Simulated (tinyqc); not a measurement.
Implant damage, amorphisation by cascade overlap, and solid-phase epitaxial regrowth: one step, computed by the program tinyqc.

Range and width of the damage are inputs. Dynamic annealing enters only through the surviving share f.

Task: The amorphous layer. Displaced share x(z) = f nu Q exp(-(z - R_d)^2/(2 s_d^2))/(sqrt(2 pi) s_d N); the layer is amorphous where x > x_c, between R_d -/+ s_d sqrt(2 ln(x_max/x_c)), the upper edge being cut at the surface. Threshold dose Q_c = Q x_c/x_max.

Inputs (values chosen for the exercise, modelled on silicon ions in silicon): atomic density N = 49.9 1/nm^3; depth of the damage peak R_d = 45 nm; width of the damage profile s_d = 30 nm; share of defects that survive f = 0.54; critical displaced share x_c = 0.1; dose Q = 4.2e+14 1/cm^2.

displacements per ion nu = 628.5376

Give: peak displaced share x_max; threshold dose Q_c; upper edge; lower edge.

Result:

peak displaced share x_max = 0.3799

threshold dose Q_c = 1.106e+14 1/cm^2

upper edge = 0 nm

lower edge = 94.02 nm

The layer reaches the surface.
